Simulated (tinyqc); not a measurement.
Inside a calculation: electrons shared among three sets of ellipsoidal valleys. Values are carried at full precision from step to step, so a last printed digit may differ when a step is redone from the rounded ones.

Constants: hbar^2/2m0 = 3.80998211 eV angstrom^2; kB = 8.617333262e-05 eV/K.

Parameters, chosen for this exercise (masses and offsets near those of Ge; mobilities are free inputs, held fixed; shifted at random, so the results belong to these values and not to a real crystal): ml = (1.611, 0.043, 0.866) m0 (longitudinal masses of L, Gamma, Delta); mt = (0.0803, 0.043, 0.2007) m0 (transverse masses); M = (4, 1, 6) (valleys in each set); T = 300 K; dE = (0, 0.11, 0.165) eV (edges of L, Gamma, Delta above the first); n = 2.4e+19 1/cm^3 (total electron density); mu = (3800, 20000, 1200) cm^2/(V s) (mobility of each set).

## Masses of each set

One valley: m_d = (ml mt^2)^(1/3). Whole set: m_de = M^(2/3) m_d. Mean over three axes: 1/m_c = (1/ml + 2/mt)/3. Anisotropy K = ml/mt.

m_d, m_de, m_c (m0) and K of each set:

| set | m_d | m_de | m_c | K |
|---|---|---|---|---|
| L | 0.2182 | 0.5498 | 0.1175 | 20.06 |
| Gamma | 0.0430 | 0.0430 | 0.0430 | 1.00 |
| Delta | 0.3267 | 1.0789 | 0.2698 | 4.31 |

m_de/m_c is 4.68 for L, 1.00 for Gamma, 4.00 for Delta: many anisotropic valleys give many states at a light conductivity mass. m_c is the mean over three axes; a set that holds only some of the equivalent valleys conducts with a mass that depends on direction.

## Effective densities of states

N_i = M_i times N = 2 (m kB T/(4 pi c))^(3/2) with c = hbar^2/2m0, in 1/angstrom^3; times 1e24 for 1/cm^3, with m = (ml mt^2)^(1/3).

kT = 0.025852 eV

N_i (1/cm^3): L 1.0230e+19, Gamma 2.2376e+17, Delta 2.8121e+19

## Fermi level and populations

F_j(eta) = (1/Gamma(j + 1)) integral_0^infinity x^j dx/(1 + exp(x - eta)), which tends to exp(eta) for eta << 0.

Solve n = sum_i N_i F_1/2((EF - dE_i)/kT), energies from the edge of the first set.

EF = 0.0423 eV

eta_i: L 1.64, Gamma -2.62, Delta -4.75

n_i (1/cm^3): L 2.37e+19, Gamma 1.59e+16, Delta 2.44e+17

shares: L 0.9892, Gamma 0.0007, Delta 0.0102

L holds most electrons (98.9 %). Boltzmann weights N_i exp(-dE_i/kT) would give Gamma a share of 0.0003.

## Drift and Hall mobility of the mixture

With f_i the shares, mu_drift = sum f_i mu_i; low-field Hall mobility mu_H = sum f_i mu_i^2/mu_drift (scattering and anisotropy factors set to 1); the Hall density is n mu_drift/mu_H; rho = 1/(e n mu_drift), e = 1.602176634e-19 C.

mu_drift = 3784 cm^2/(V s)
mu_H = 3848 cm^2/(V s)
Hall density = 2.36e+19 1/cm^3
rho = 6.87e-05 ohm cm

A Hall measurement would read 98.3 % of the true density. The mobilities are of the size met in pure crystals; at this density impurities would cut them and raise rho, by a factor of two to ten or more depending on crystal and density.

## Checks

- Share of Gamma at n = 1e10 1/cm^3 against the Boltzmann weight: both 0.0003089.

Computed by tinyqc, a small Python program: `OMP_NUM_THREADS=1 python tinyqc.py 1680945 1680946 out.jsonl` (the numbers bound the seed that draws the inputs); one thread of a shared host (Intel(R) Xeon(R) Processor @ 2.30GHz), about 0.01 s for the whole set of steps.
